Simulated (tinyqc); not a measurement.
Stretching all distances: RHF, UHF, MP2, CISD and CCSD against full CI in the 6-311g basis, for H2, spin multiplicity 1. Computed by the program tinyqc with PySCF. 

Geometry (angstrom):
```
atom       x       y       z
H     0.0000  0.0000  0.0000
H     0.0000  0.0000  0.6930
```

All coordinates are multiplied by the scale. c0^2 is the weight of the RHF determinant in the lowest singlet FCI state (UHF is spin-contaminated and may lie near states of higher spin) and n(LUMO) the first natural occupation beyond the occupied space.

Full CI energy (hartree) and errors against it (kcal/mol):
```
scale  distance 1-2 (angstrom)    E(FCI)     RHF     UHF     MP2   CISD   CCSD  <S^2> UHF   c0^2  n(LUMO)
0.890                    0.617  -1.13924  14.710  14.710   3.985  0.000  0.000      0.000  0.989    0.017
1.170                    0.811  -1.15127  16.968  16.968   5.355  0.000  0.000      0.000  0.982    0.031
1.450                    1.005  -1.12881  20.600  20.600   7.523  0.000  0.000      0.000  0.970    0.055
1.730                    1.199  -1.09900  25.608  25.579  10.560  0.000  0.000      0.035  0.951    0.094
2.000                    1.386  -1.07188  31.729  25.515  14.376  0.000  0.000      0.441  0.923    0.148
2.280                    1.580  -1.04867  39.388  20.378  19.246  0.000  0.000      0.682  0.883    0.226
2.560                    1.774  -1.03126  48.233  14.408  24.869  0.000  0.000      0.818  0.832    0.322
2.840                    1.968  -1.01915  57.935   9.401  30.865  0.000  0.000      0.896  0.775    0.429
```

UHF parts from RHF first at scale 1.73 of those listed, where <S^2> leaves zero. The weight c0^2 goes from 0.99 to 0.78 and n(LUMO) from 0.02 to 0.43: static correlation grows as the bonds break into open-shell fragments. The spread of the error along the curve, which distorts its shape, is CISD 0.0, CCSD 0.0, UHF 16.2, MP2 26.9, RHF 43.2 kcal/mol. With two electrons CISD and CCSD are exact.
